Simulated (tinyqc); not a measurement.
Inside a calculation. Model: spin coating of a resist or spin-on film: centrifugal thinning, evaporation and the final thickness (Emslie and Meyerhofer models). Computed by tinyqc, a small Python program that keeps every step. Command: `OMP_NUM_THREADS=1 python tinyqc.py 3110412 3110413 out.jsonl spincoat walk`. One thread of a shared host (Intel(R) Xeon(R) Processor @ 2.30GHz), about 0.07 s of CPU time with the checks. Intermediate numbers are printed to about 6 digits and carried at full precision; extremes and crossings named in words are read from the listed rows.

A Newtonian film stays uniform over the wafer; solvent and solids have the same density and the concentration is uniform through the thickness.

Inputs (values chosen for the exercise, of the order of those of a polymer resist in an ester solvent):
```
quantity                                 value          unit
solids volume fraction c0                 0.25             -
kinematic viscosity of the solvent nu_s    1.3        mm^2/s
viscosity constant k                      3000        mm^2/s
viscosity exponent gamma                   3.4             -
spin speed f                              3000           rpm
evaporation rate at 1000 rpm e0          0.054  micrometre/s
starting thickness h0                      100    micrometre
time t                                     1.1             s
wafer radius R                             100            mm
shrinkage in the bake                      7.2             %
```

## Rates

omega = 2 pi f/60; nu(c) = nu_s + k c^gamma; evaporation rate e = e0 sqrt(f/1000 rpm). Flow constant K = 2 omega^2/(3 nu(c0)); Reynolds number of the air omega R^2/nu_air with nu_air = 15 mm^2/s.

omega = 314.159 1/s

nu(c0) = 28.2226 mm^2/s

evaporation rate e = 0.0935307 micrometre/s

flow constant K = 0.00233137 1/(micrometre^2 s)

Reynolds number of the air = 209440

## Thinning without evaporation

dh/dt = -K h^3 gives h = h0/sqrt(1 + 2 K h0^2 t); for long times h = 1/sqrt(2 K t).

h(t) without evaporation = 13.8290 micrometre

long-time form = 13.9631 micrometre

time 1/(2 K h0^2) = 0.0214466 s

The long-time form is within 0.97 %: the starting thickness is forgotten.

## The two-stage estimate

Meyerhofer estimate: flow rules until (1 - c0) K h^3 = e, then evaporation alone: h_w = (e/((1 - c0) K))^(1/3), dry film c0 h_w.

wet thickness h_w = 3.76785 micrometre

dry film, estimate = 941.963 nm

drying time (1 - c0) h_w/e = 30.2135 s

## First explicit step of the full model

Solids s and liquid l per area start at s = c0 h0, l = (1 - c0) h0. With h = h0 and c = c0: Q = K h^3, K = 2 omega^2/(3 nu); one Euler step of length dt = 0.01 h0/Q for s and l, ds/dt = -c Q, dl/dt = -(1 - c) Q - e.

Q = 2331.37 micrometre/s

dt = 4.28932e-04 s

s = 24.75 micrometre

l = 74.2500 micrometre

Q/e at the start = 24926.2

## The full model

Full model for solids s and liquid l per area, h = s + l, c = s/h: ds/dt = -c Q, dl/dt = -(1 - c) Q - e, Q = 2 omega^2 h^3/(3 nu(c)); integrated adaptively (relative tolerance 1e-9) until l = 0. Dry film = s at l = 0, before the bake; film after the bake = s x (1 - shrinkage).

time to dry = 40.1729 s

dry film = 1095.80 nm

film after the bake = 1016.90 nm

## Course in time

Times are fractions of the time to dry.

History:
```
fraction    t (s)  h (micrometre)         c  nu (mm^2/s)          Q/e   s (nm)
0.003      0.1205         38.8674  0.250054        28.24  1.46255e+03  9718.93
0.010      0.4017         22.5131  0.250290        28.33  2.83353e+02  5634.79
0.030      1.2052         13.2259  0.251447        28.76  5.65985e+01  3325.62
0.100      4.0173          7.2942  0.258782        31.58  8.64631e+00  1887.60
0.200      8.0346          5.1555  0.275546        38.78  2.48591e+00  1420.59
0.350     14.0605          3.8303  0.313387        59.35  6.66084e-01  1200.36
0.500     20.0864          3.0503  0.369818       103.23  1.93413e-01  1128.05
0.700     28.1210          2.2316  0.493217       272.60  2.86786e-02  1100.65
0.900     36.1556          1.4719  0.744682      1102.39  2.03496e-03  1096.10
```

Q/e drops below 1 between t = 8.0 and 14 s, when c has risen from 0.25 to about 0.313; after that row the solids fall by a further 9 %. The full model gives 1.16 times the two-stage estimate.

## Spin curve

The formulas are those given above.

Dry film against speed:
```
f (rpm)  full model (nm)  estimate (nm)  time to dry (s)
500              2683.12        2307.33          240.359
1000             1897.76        1631.53          120.385
1500             1549.62        1332.14           80.301
2000             1342.05        1153.66           60.243
3000             1095.80         941.96           40.173
4000              949.00         815.76           30.134
6000              774.86         666.07           20.092
```

The full thickness goes as f^-0.500; the estimate as (e/omega^2)^(1/3) = f^(-1/2). The time to dry goes as f^-1.00. A thickness window of 1 % allows a speed error of about 2 %.

Checks made by the program: constant-viscosity run against c0 h0 exp(-int K h^2 dt) (relative difference 8e-06).
